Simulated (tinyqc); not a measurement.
What each parameter does: donor near an oxide interface in a gate field (two-state model).

Interface at z = 0 (hard wall), donor at z = d, field F pulling electrons to the interface: potential e F z; 1 kV/cm = 1e-5 eV/angstrom, c = hbar^2/2m0, q = e^2/(4 pi eps0), Q = (eps - eo)/(eps + eo). Donor state: E_D = e F d - ED - q Q/(4 eps d), the last term joining the images of ion and electron. Interface state: z exp(-b z/2) exp(-rho^2/(2 L^2)) with E_z = c b^2/(4 mz) + 3 e F/b + q Q b/(8 eps), minimised over b; in the plane at z = 3/b the ion (distance D = d - 3/b) and its image (D' = d + 3/b) give E_rho = c/(mt L^2) - (q/eps)(sqrt(pi)/L)[erfcx(D/L) + Q erfcx(D'/L)], erfcx(x) = exp(x^2) erfc(x), minimised over L. E_I = E_z + E_rho.

The two states couple by t = t0 exp(-D/aD) with t0 = q/(eps aD) (2 aD/L) sqrt(aD b/2) v, v a valley factor; this form is an estimate. With detuning u = E_D - E_I the splitting is sqrt(u^2 + 4 t^2) and the lower state has weight (1 - u/sqrt(u^2 + 4 t^2))/2 on the donor.

Constants: hbar^2/2m0 = 3.80998211 eV angstrom^2; e^2/(4 pi eps0) = 14.39964547 eV angstrom.

Inputs chosen for the exercise (near those of a donor in Si below SiO2, static dielectric constants; not measured data): d = 160 angstrom (depth of the donor); ED = 45.9 meV (bulk binding energy); mz = 0.918 m0 (mass across the interface); mt = 0.194 m0 (mass in the plane); eps = 11.6 (dielectric constant of the semiconductor); eo = 3.9 (dielectric constant of the oxide); aD = 21.4 angstrom (donor radius); v = 0.47 (valley factor).

Critical field (E_D = E_I), and t and L there. Each row changes one parameter from the base and keeps the others.

Results:
```
case,critical field (kV/cm),t (meV),L (angstrom)
base,41.0,0.0360,110.2
d = 150 angstrom,44.3,0.0577,105.2
ED = 51.9 meV,46.1,0.0337,110.9
aD = 23.5 angstrom,41.0,0.0619,110.2
mz = 0.78 m0,41.8,0.0380,109.6
mt = 0.223 m0,40.8,0.0379,104.7
eo = 5.8,40.0,0.0335,113.0
eps = 12.3,41.4,0.0330,112.4
```

The largest shifts from the base row, up to three for each result and ties (the steps differ in size, so this ranks the rows, not the parameters). critical field (kV/cm): ED +5.1, d +3.3, eo -1.1; unchanged at the printed digits by aD. t (meV): aD +0.0260, d +0.0218, eps -0.00295. L (angstrom): mt -5.5, d -4.9, eo +2.8; unchanged at the printed digits by aD.

tinyqc: `OMP_NUM_THREADS=1 python tinyqc.py 1282413 1282414 out.jsonl`; about 0.08 s, one thread, shared Intel(R) Xeon(R) Processor @ 2.30GHz.
